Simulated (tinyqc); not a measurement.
Critical temperature from a phonon spectrum: McMillan, Allen-Dynes and the linearised Eliashberg equation: one step, computed by the program tinyqc.

alpha^2 F(omega) = sum_i (lambda_i omega_i/2) delta(omega - omega_i), so that lambda = 2 int alpha^2 F/omega d omega = sum_i lambda_i.

Question. McMillan and Allen-Dynes. McMillan form: k_B T_c = (omega_log/1.2) exp[-1.04 (1 + lambda)/(lambda - mu* (1 + 0.62 lambda))]. Allen-Dynes multiplies it by f1 f2: f1 = [1 + (lambda/L1)^(3/2)]^(1/3), L1 = 2.46 (1 + 3.8 mu*); f2 = 1 + (omega_rms/omega_log - 1) lambda^2/(lambda^2 + L2^2), L2 = 1.82 (1 + 6.3 mu*) omega_rms/omega_log.

Inputs (values chosen for the exercise, for a model metal): Coulomb pseudopotential mu* = 0.12.

Peaks in alpha^2 F: two.

lambda = 1.11

omega_rms = 24.23780 meV

omega_log = 23.08001 meV

Constants: k_B = 8.617333262e-05 eV/K.

Give: T_c, McMillan form; f1; f2; T_c, Allen-Dynes.

Answer.

T_c, McMillan form = 19.88 K

f1 = 1.054

f2 = 1.005

T_c, Allen-Dynes = 21.07 K

The two corrections raise T_c by 6.0 %.
